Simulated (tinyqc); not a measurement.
Along the matched line: quaternary alloy A(x)B(1-x)C(y)D(1-y) matched to a substrate.

Q(x,y) = x y Q_AC + x (1 - y) Q_AD + (1 - x) y Q_BC + (1 - x)(1 - y) Q_BD for the lattice constant. Gap, rule 1: Q(x,y) - x (1 - x)[y C_ABC + (1 - y) C_ABD] - y (1 - y)[x C_ACD + (1 - x) C_BCD]. Rule 2 (mean of ternaries): {x (1 - x)[y T_ABC(x) + (1 - y) T_ABD(x)] + y (1 - y)[x T_ACD(y) + (1 - x) T_BCD(y)]}/{x (1 - x) + y (1 - y)}, T_ABC(x) = x E_AC + (1 - x) E_BC - C_ABC x (1 - x), T_ACD(y) = y E_AC + (1 - y) E_AD - C_ACD y (1 - y), and alike. Only the Gamma valley is followed.

Matching a(x,y) = a_s gives x = (a_s - y a_BC - (1 - y) a_BD)/(y (a_AC - a_BC) + (1 - y)(a_AD - a_BD)).
Constants: hc = 1239.841984 eV nm.

Parameters, chosen for this exercise (AC, AD, BC, BD near GaAs, GaP, InAs and InP; substrate near InP; shifted at random, so the results belong to these values and not to a real crystal):
```
symbol  value                         unit      meaning
a       (5.649, 5.455, 6.059, 5.869)  angstrom  lattice constants of AC, AD, BC, BD
Eg      (1.512, 2.918, 0.412, 1.407)  eV        gaps at Gamma of AC, AD, BC, BD
Cb      (0.434, 0.747, 0.218, 0.112)  eV        bowing of ABC, ABD, ACD, BCD
a_s     5.869                         angstrom  substrate
```

x follows from y.

Results:
```
y          x  bilinear (eV)  rule 1 (eV)  rule 2 (eV)  wavelength 1 (nm)  wavelength 2 (nm)
0.03  0.0138         1.3978       1.3845       1.3924                896                890
0.15  0.0689         1.3577       1.2975       1.3325                956                930
0.27  0.1242         1.3123       1.2155       1.2708               1020                976
0.51  0.2352         1.2057       1.0658       1.1415               1163               1086
0.63  0.2909         1.1444       0.9977       1.0735               1243               1155
0.75  0.3467         1.0778       0.9338       1.0017               1328               1238
0.87  0.4027         1.0058       0.8741       0.9225               1418               1344
0.99  0.4587         0.9284       0.8183       0.8240               1515               1505
```

Give the missing row, y = 0.39.

Computed row:
```
y          x  bilinear (eV)  rule 1 (eV)  rule 2 (eV)  wavelength 1 (nm)  wavelength 2 (nm)
0.39  0.1797         1.2616       1.1383       1.2071               1089               1027
```

The matched alloys span 0.818 to 1.384 eV by rule 1, monotonically in y. Along the line dx/dy is +0.460 between the first two rows and +0.467 between the last two. In energy the two rules differ most at y = 0.63, by 76 meV (88 nm there), which measures how far the ternary data leave the interior open. Miscibility gaps are not considered.

Computed by tinyqc, a small Python program: `OMP_NUM_THREADS=1 python tinyqc.py 1080208 1080209 out.jsonl` (the numbers bound the seed that draws the inputs); one thread of a shared host (Intel(R) Xeon(R) Processor @ 2.30GHz), about 0.01 s for the whole set of steps.
